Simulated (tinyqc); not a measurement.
Comparisons within one model: standing waves and exposure in a photoresist film. A value that a table varies takes the place of the one given here.

Normal incidence from air. Unexposed resist: N1 = n1 + i k1 with k1 = (A + B) lam/(4 pi), lam in micrometres. r01 = (1 - N1)/(1 + N1), t01 = 2/(1 + N1). Below the resist lie the layer Na = na + i ka and the substrate Ns = ns + i ks: r12 = (r1a + ras x)/(1 + r1a ras x), x = exp(4 pi i Na da/lam), r1a = (N1 - Na)/(N1 + Na), ras = (Na - Ns)/(Na + Ns). With p = exp(2 pi i N1 d/lam), the field at depth z is E(z) = t01 [exp(2 pi i N1 z/lam) + r12 p^2 exp(-2 pi i N1 z/lam)]/(1 + r01 r12 p^2), the relative intensity I(z) = n1 |E(z)|^2 and the reflectance R = |(r01 + r12 p^2)/(1 + r01 r12 p^2)|^2.

Inputs chosen for the exercise (a resist on Cu, indices near tabulated ones; not measured data):
- lam = 193 nm (vacuum wavelength)
- n1 = 1.667 (resist index)
- A = 0.05 1/micrometre (bleachable absorption (Dill A))
- B = 0.93 1/micrometre (fixed absorption (Dill B))
- d = 165 nm (resist thickness)
- ns = 0.982 (substrate n)
- ks = 1.43 (substrate k)
- na = 1.845 (n of the bottom antireflection layer)
- ka = 0.373 (its k)
- da = 36 nm (its thickness)

## Swing of the coupled dose with resist thickness

The mean of I is taken over 800 depths; the relative dose to clear is taken as 1/(mean of I over the lowest period, 60 depths), scaled to 1 in the first row.

Swing:
```
d (nm)       R  mean I  relative dose
165.0   0.1585  0.8569          1.000
174.6   0.1746  0.8208          1.026
184.3   0.1175  0.8630          0.967
193.9   0.0317  0.9468          0.892
203.6   0.0089  0.9777          0.883
213.2   0.0764  0.9137          0.959
222.9   0.1518  0.8305          1.054
232.5   0.1672  0.8011          1.081
242.2   0.1126  0.8423          1.023
251.8   0.0315  0.9177          0.947
261.5   0.0102  0.9424          0.939
271.1   0.0740  0.8823          1.016
280.8   0.1456  0.8068          1.112
```

The period is 57.9 nm, six rows. The relative dose swings between 0.883 and 1.112, a ratio (max - min)/mean of 0.230, against the estimate 4 sqrt(|r01|^2 |r12|^2) exp(-(A + B) d) = 0.193 for the oscillating part alone; the ratio from the table also holds the slow rise from absorption, 11.2 % over two periods, so the two are not strictly comparable. The dose is least sensitive to thickness at an extremum; the lowest dose listed is at 203.6 nm.

## Tuning the antireflection layer

da takes the values listed; the contrast is (Imax - Imin)/(Imax + Imin) over the lowest period of the resist (60 depths).

Results:
```
da (nm)  |r12|^2  contrast
0         0.2714     0.797
10        0.0971     0.547
20        0.0185     0.272
30        0.0318     0.353
40        0.0603     0.435
50        0.0535     0.414
60        0.0213     0.265
75        0.0028     0.103
90        0.0198     0.253
110       0.0152     0.222
140       0.0136     0.209
```

|r12|^2 starts at 0.2714 and is lowest, 0.0028, at 75 nm of those listed, where the contrast is 0.103 against 0.797. The contrast follows 2|r|/(1 + |r|^2), so even |r12|^2 = 0.01 leaves about 0.2. Values below 0.01 occur at 75 nm.

## What moves the exposure

The mean of I is over 800 depths. Each row changes one parameter from the base and keeps the others.

Results:
```
case                   |r12|^2       R  mean I  I at the bottom
base                    0.0515  0.1585  0.8569           0.4504
d = 175 nm              0.0515  0.1736  0.8210           0.4392
n1 = 1.684              0.0494  0.1678  0.8419           0.4505
B = 1.13 1/micrometre   0.0514  0.1540  0.8438           0.4368
ks = 1.287              0.0515  0.1629  0.8530           0.4554
da = 46 nm              0.0612  0.1915  0.8378           0.5560
ka = 0.485              0.0423  0.1576  0.8454           0.4976
```

The largest shifts from the base row, up to three for each result and ties (the steps differ in size, so this ranks the rows, not the parameters). |r12|^2: da +0.0097, ka -0.0092, n1 -0.0021; unchanged at the printed digits by d and ks. R: da +0.0330, d +0.0151, n1 +0.0094. mean I: d -0.0358, da -0.0190, n1 -0.0149. I at the bottom: da +0.1056, ka +0.0473, B -0.0136.

(tinyqc, `OMP_NUM_THREADS=1 python tinyqc.py 1650609 1650610 out.jsonl`, Intel(R) Xeon(R) Processor @ 2.30GHz, 1 thread, shared host, about 0.01 s.)
